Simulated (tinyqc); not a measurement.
Tail temperature from the power law.

Problem. When tail states hold most of the charge, the linear current goes as I = A (Vg - VT)^g with g = 2 Tt/T - 1. Find g, Tt and the tail width kB Tt.

Parameters, values chosen for the exercise:
```
symbol,value,unit,meaning
T,270,K,temperature
```

Constants: q = 1.602176634e-19 C, kB = 1.380649e-23 J/K, Vt = kB T/q. Results are converted to the units shown.

I at Vg - VT = 4.2 and 6.3 V (nA): [10.607104, 19.633362]

Solution. g is the slope of ln I against ln(Vg - VT).

g = 1.519
Tt = 340.0 K
kB Tt = 29.30 meV

tinyqc, about 0.02 s, one thread, Intel Xeon 2.30GHz (shared host): `OMP_NUM_THREADS=1 python tinyqc.py 2610022 2610023 out.jsonl`
